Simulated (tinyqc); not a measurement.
Thermionic-field emission through a Schottky barrier, WKB: one step of the calculation.

Metal on an n-type semiconductor with one parabolic valley; V > 0 is forward bias (metal positive). Energies E are counted from the conduction edge of the neutral semiconductor, whose Fermi level lies at -xi; that of the metal lies at -xi - V. The barrier is a parabola of height Vd = phi - xi - V (depletion approximation, no image force).

Question. Current density on a coarse grid. For E < Vd, ln T(E) = -(Vd/E00) [sqrt(1 - y) - y ln((1 + sqrt(1 - y))/sqrt(y))], y = E/Vd; T(E) = 1 above. J = A* T (q/kB) int_0^infinity T(E) N(E) dE, N = ln[(1 + exp((-xi - E)/Vt))/(1 + exp((-xi - V - E)/Vt))], A* = 4 pi q me m0 kB^2/h^3 (times 1e-4 for A/(cm^2 K^2)). Simpson's rule on nE equally spaced points from 0 to Eb.

Values chosen for this exercise; band and dielectric values close to those of cadmium telluride:
- T = 300 K (temperature)
- me = 0.101 m0 (electron mass)
- V = 0.3 V (bias)
- nE = 15 (points of the energy grid)
- Eb = 0.72 eV (upper end of the energy grid)

Constants: q = 1.602176634e-19 C, kB = 1.380649e-23 J/K, h = 6.62607015e-34 J s, m0 = 9.1093837015e-31 kg, Vt = kB T/q. Results are converted to the units shown.

xi = -0.30687987 eV
Vd = 0.68687987 V
E00 = 91.912787 meV

Give: E; T(E); N; T(E) N; J.

Answer.

```
point  E (eV)      T(E)         N    T(E) N
0      0.0000  5.681e-4     11.04  0.006270
1      0.0514  0.002275     9.717   0.02211
2      0.1029  0.006113     7.868   0.04810
3      0.1543   0.01402     5.902   0.08277
4      0.2057   0.02888     3.933    0.1136
5      0.2571   0.05468     2.060    0.1126
6      0.3086   0.09640    0.6610   0.06372
7      0.3600    0.1596    0.1206   0.01924
8      0.4114    0.2492   0.01737  0.004330
9      0.4629    0.3683  0.002394  8.818e-4
10     0.5143    0.5153  3.278e-4  1.689e-4
11     0.5657    0.6817  4.485e-5  3.057e-5
12     0.6171    0.8482  6.135e-6  5.204e-6
13     0.6686    0.9784  8.392e-7  8.211e-7
14     0.7200     1.000  1.148e-7  1.148e-7
```

J = 1.026e6 A/cm^2

The integrand peaks at E = 0.206 eV among these points, 0.30 of the barrier height.

Range of the model: The depletion approximation, a parabolic band and the neglect of image-force lowering make these currents estimates at high doping.

tinyqc, about 0.05 s, one thread, Intel Xeon 2.30GHz (shared host): `OMP_NUM_THREADS=1 python tinyqc.py 2640107 2640108 out.jsonl`
